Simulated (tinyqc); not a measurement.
Bottom-up copper filling of a trench by curvature-enhanced accelerator coverage: one step, computed by the program tinyqc. Command: `OMP_NUM_THREADS=1 python tinyqc.py 3020494 3020495 out.jsonl superfill walk`. One thread of a shared host (Intel(R) Xeon(R) Processor @ 2.30GHz), about 0.05 s of CPU time with the checks.

A rectangular trench keeps vertical walls and a flat floor. An accelerator floats on the surface; where area is lost in the corners it is passed on to the floor.

Question. Velocities. Kinetic current i_k = [i_0 (1 - theta) + i_1 theta] exp(alpha eta/(k_B T)), limit i_L = 2 F D C/delta, i = 1/(1/i_k + 1/i_L); velocity v = i Omega/(2F), Omega = 7.11 cm^3/mol, F = e N_A. Depletion inside the trench is ignored.

Inputs (values chosen for the exercise, close to those used for damascene copper plating): exchange current of the suppressed surface i_0 = 0.017 mA/cm^2; exchange current of the accelerated surface i_1 = 2.1 mA/cm^2; transfer coefficient alpha = 0.45; overpotential eta = 0.2 V; starting coverage theta_0 = 0.079; cupric ion concentration C = 0.67 mol/l; diffusivity D = 3.6e-06 cm^2/s; boundary layer delta = 77 um; temperature T = 298 K.

Constants: e = 1.602176634e-19 C; N_A = 6.02214076e+23 1/mol; k_B = 8.617333262e-05 eV/K.

Give: limiting current i_L; velocity at theta = 0; velocity at theta_0; velocity at theta = 1; ratio v(1)/v(theta_0).

Answer.

limiting current i_L = 60.45 mA/cm^2

velocity at theta = 0 = 0.2065 nm/s

velocity at theta_0 = 2.024 nm/s

velocity at theta = 1 = 11.94 nm/s

ratio v(1)/v(theta_0) = 5.901
